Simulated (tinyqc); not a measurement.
Static response in three, two and one dimensions: static screening by free carriers.

Lindhard at zero temperature: eps(q)/eps = 1 + (qTF/q)^2 L(x), x = q/(2 kF), L(x) = 1/2 + ((1 - x^2)/(4x)) ln|(1 + x)/(1 - x)|.

kF = 0.929245 1/angstrom
qTF = 1.49527 1/angstrom

x = q/(2 kF). Response over its long-wave value: L3 as above; L2 = 1 for x <= 1 and 1 - sqrt(1 - 1/x^2) beyond; L1 = ln|(1 + x)/(1 - x)|/(2x).

Response:

| x | L3 | L2 | L1 | eps(q)/eps, Lindhard 3D | Thomas-Fermi |
|---|---|---|---|---|---|
| 0.100 | 0.997 | 1.000 | 1.003 | 65.52 | 65.73 |
| 0.300 | 0.969 | 1.000 | 1.032 | 7.973 | 8.192 |
| 0.500 | 0.912 | 1.000 | 1.099 | 3.361 | 3.589 |
| 0.700 | 0.816 | 1.000 | 1.239 | 2.078 | 2.321 |
| 0.899 | 0.656 | 1.000 | 1.632 | 1.526 | 1.801 |
| 0.979 | 0.548 | 1.000 | 2.322 | 1.370 | 1.675 |
| 1.019 | 0.456 | 0.808 | 2.289 | 1.284 | 1.623 |
| 1.099 | 0.356 | 0.585 | 1.389 | 1.191 | 1.536 |
| 1.299 | 0.230 | 0.362 | 0.785 | 1.088 | 1.384 |
| 1.599 | 0.143 | 0.220 | 0.459 | 1.036 | 1.253 |
| 2.198 | 0.072 | 0.109 | 0.223 | 1.010 | 1.134 |

Next to x = 1 the table has L3 = 0.548 and 0.456, L2 = 1.000 and 0.808, L1 = 2.322 and 2.289: an infinite slope in 3D, a kink in 2D and a logarithmic peak in 1D, where the whole Fermi surface is joined by 2 kF. These features give Friedel oscillations of period pi/kF = 3.38 angstrom at zero temperature; they wash out once kT nears EF, so this table, for T = 0, describes the gas only where EF is well above kT. Thomas-Fermi overstates eps(q) by 6.8 % at x = 0.5 and by 20.9 % at x = 1.599.

Computed by tinyqc, a small Python program: `OMP_NUM_THREADS=1 python tinyqc.py 1681182 1681183 out.jsonl` (the numbers bound the seed that draws the inputs); one thread of a shared host (Intel(R) Xeon(R) Processor @ 2.30GHz), about 0.01 s for the whole set of steps.
